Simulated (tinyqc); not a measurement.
Heavy doping: band filling, gap narrowing, band tails and the effective intrinsic density: one step, computed by the program tinyqc.

An n-type crystal above its Mott density, with all dopants ionised: n = N_D - N_A, ionised centres N_I = N_D + N_A. Valleys are taken as spherical with mass m_e.

Problem. Scales. n = N_D (1 - ratio); Ry* = Ry m_e/eps^2, a* = a_0 eps/m_e; r_s = (3/(4 pi n))^(1/3)/a*; k_F = (3 pi^2 n/M_c)^(1/3); Mott density (0.26/a*)^3.

Inputs (values chosen for the exercise, for a model semiconductor):
```
quantity                      value   unit
electron mass m_e             0.154    m_0
valleys M_c                       1      -
dielectric constant eps        8.19      -
donor density N_D           6.8e+18  cm^-3
compensation ratio N_A/N_D      0.3      -
```

Conduction band: non-parabolic (Kane).

Constants: a_0 = 0.529177210903 angstrom; Ry = 13.605693123 eV.

Give: n; Ry*; a*; r_s; k_F; Mott density.

Solution.

n = 4.76e+18 cm^-3

Ry* = 31.24 meV

a* = 28.14 angstrom

r_s = 1.310

k_F = 0.05204 1/angstrom

Mott density = 7.885e+17 cm^-3
